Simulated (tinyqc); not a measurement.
From results back to parameters: three-band tight binding of a dichalcogenide monolayer. Five cases, with inputs chosen for the exercise.

Problem. In the three-band model the dz2 level is e1 + 6 t0 at Gamma and e1 - 3 t0 at K; without spin-orbit coupling the other levels are e2 + 3 s at Gamma (twofold) and e2 - 3s/2 -/+ 3 sqrt3 t12 at K, s = t11 + t22, t12 > 0. The levels below come from hidden values.

Find: e1, t0, e2, t11 + t22, t12.

Method. The dz2 levels differ by 9 t0. The level at Gamma lies 9s/2 above the mean of the two at K, whose splitting is 6 sqrt3 t12. t1, t2 and t11 - t22 need masses or other points.

Case 1.

dz2 levels (eV): Gamma -0.4220, K 1.1170

other levels (eV): Gamma 3.33500, K lower 0.07851, K upper 2.54149

Solution.

e1, t0, e2, t11 + t22, t12 (eV): 0.604  -0.171  1.985  0.450  0.237

Case 2.

dz2 levels (eV): Gamma -0.1000, K 1.7540

other levels (eV): Gamma 2.90900, K lower -0.04134, K upper 3.89734

Solution.

e1, t0, e2, t11 + t22, t12 (eV): 1.136  -0.206  2.255  0.218  0.379

Case 3.

dz2 levels (eV): Gamma -0.4060, K 1.1060

other levels (eV): Gamma 3.34700, K lower 0.02264, K upper 2.55836

Solution.

e1, t0, e2, t11 + t22, t12 (eV): 0.602  -0.168  1.976  0.457  0.244

Case 4.

dz2 levels (eV): Gamma -0.3070, K 1.5650

other levels (eV): Gamma 3.04100, K lower 0.00707, K upper 3.44693

Solution.

e1, t0, e2, t11 + t22, t12 (eV): 0.941  -0.208  2.165  0.292  0.331

Case 5.

dz2 levels (eV): Gamma -0.0270, K 1.5930

other levels (eV): Gamma 2.93400, K lower -0.06569, K upper 3.46769

Solution.

e1, t0, e2, t11 + t22, t12 (eV): 1.053  -0.180  2.112  0.274  0.340

Computed by tinyqc, one run a case: `OMP_NUM_THREADS=1 python tinyqc.py N N+1 out.jsonl` with N = 1481310, 1481342, 1481387, 1481536, 1481554; one thread of a shared Intel(R) Xeon(R) Processor @ 2.30GHz, about 0.02 s a run at most.
